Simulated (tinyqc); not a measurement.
# Line constants from open and short measurements

Inverse problem. A uniform line of length len, under a quarter wavelength, has Z_open = Zc coth(gamma len) and Z_short = Zc tanh(gamma len); gamma Zc = r + i w l and gamma/Zc = g + i w c, w = 2 pi f. Find r, l and c.

Inputs (values chosen for the exercise):
- len = 2.2 mm (length)
- f = 0.54 GHz (frequency)

Zin with the far end open = 7.37779-711.21608i ohm
Zin with the far end shorted = 11.470770+1.660678i ohm

Answer. The product of the two impedances is Zc^2 and their ratio tanh^2(gamma len); the principal branch holds below a quarter wavelength.

r = 5.21 ohm/mm
l = 0.231 nH/mm
c = 188 pF/m

Numbers from tinyqc (`OMP_NUM_THREADS=1 python tinyqc.py 2810224 2810225 out.jsonl`; about 0.01 s on one thread of a shared Intel Xeon 2.30GHz).
